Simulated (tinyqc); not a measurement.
# Polycrystalline film, grain-boundary barriers (Seto model), step by step

tinyqc, about 0.01 s, one thread, Intel Xeon 2.30GHz (shared host): `OMP_NUM_THREADS=1 python tinyqc.py 2610033 2610034 out.jsonl` Printed values are rounded.

One-dimensional grains of size Lg with donors N; each boundary has Qt acceptor-like traps per area at one level Et below the band edge. Trapped electrons qt deplete a width w = qt/N (both sides together) and raise a barrier Vb = q N w^2/(8 eps0 eps_r). Current crosses the barriers by thermionic emission at small bias. Abrupt depletion, full ionisation, Boltzmann statistics.

Parameters, values chosen for the exercise; values close to those of polycrystalline silicon:

| symbol | value | unit | meaning |
|---|---|---|---|
| T | 300 | K | temperature |
| eps_r | 11.7 |  | relative permittivity of the semiconductor |
| Lg | 200 | nm | grain size |
| Qt | 1.9e12 | cm^-2 | trap density at a boundary |
| N | 7.4e17 | cm^-3 | donor density |
| mg | 110 | cm^2/(V s) | mobility inside a grain |
| vc | 5.4e6 | cm/s | collection velocity at the barrier |
| Nc | 2.8e19 | cm^-3 | conduction-band density of states at T |
| Et | 0.42 | eV | trap level below the band edge |

Constants: q = 1.602176634e-19 C, kB = 1.380649e-23 J/K, Vt = kB T/q, eps0 = 8.8541878128e-14 F/cm where lengths are in cm. Results are converted to the units shown.

## Critical doping and limits of the barrier

N* = Qt/Lg; fully depleted grains have Vb = q N Lg^2/(8 eps0 eps_r), filled traps Vb = q Qt^2/(8 eps0 eps_r N); the true barrier cannot exceed the smaller.

N* = 9.5e16 cm^-3
Vb, fully depleted = 5.72239 V
Vb, traps filled = 0.0943108 V

## Iteration 1: trapped charge

qt at the start = 1.8e12 cm^-2

w = qt/N, Vb = q N w^2/(8 eps0 eps_r), out = Qt/(1 + 2 (Nc/N) exp((Vb - Et)/Vt)); qt(new) = out.

w = 24.3243 nm
Vb = 0.0846446 V
out = 1.89967e12 cm^-2
qt after iteration 1 = 1.89967e12 cm^-2

## Iteration 2: trapped charge

As before.

w = 25.6712 nm
Vb = 0.0942776 V
out = 1.89952e12 cm^-2
qt after iteration 2 = 1.89952e12 cm^-2

## Course of the iteration: trapped charge

Stop when qt changes by less than 10000 cm^-2, or after 60 iterations.

Course of the iteration:
```
iteration  qt (cm^-2)  |change| (cm^-2)
1          1.89967e12           9.97e10
2          1.89952e12            1.51e8
3          1.89952e12            2.81e5
4          1.89952e12               522
```

Converged in 4 iterations. The changes do not fall evenly; from iteration 1 to 4 they shrink by a factor of 580 a step on average.

## Barrier, resistivity and effective mobility

Partly depleted grains: the density at the grain centre is n0 = N and qt = Qt/(1 + 2 (Nc/N) exp((Vb - Et)/Vt)). If that gives qt >= N Lg, the grains are fully depleted: qt = N Lg, w = Lg and n0 = 2 Nc exp((Vb - Et)/Vt)/(Qt/(N Lg) - 1). Resistivity: barriers rb = Vt exp(Vb/Vt)/(q n0 vc Lg), grain interior rg = (1 - w/Lg)/(q mg N); effective mobility 1/(q N (rb + rg)).

qt = 1.89952e12 cm^-2
w = 25.6691 nm
Vb = 0.0942627 V
n0 = 7.4e17 cm^-3
rb = 0.0773876 ohm cm
rg = 0.0668359 ohm cm
effective mobility = 58.4820 cm^2/(V s)

The grains are partly depleted, 100 % of the traps are filled and the barriers give 53.7 % of the resistivity.
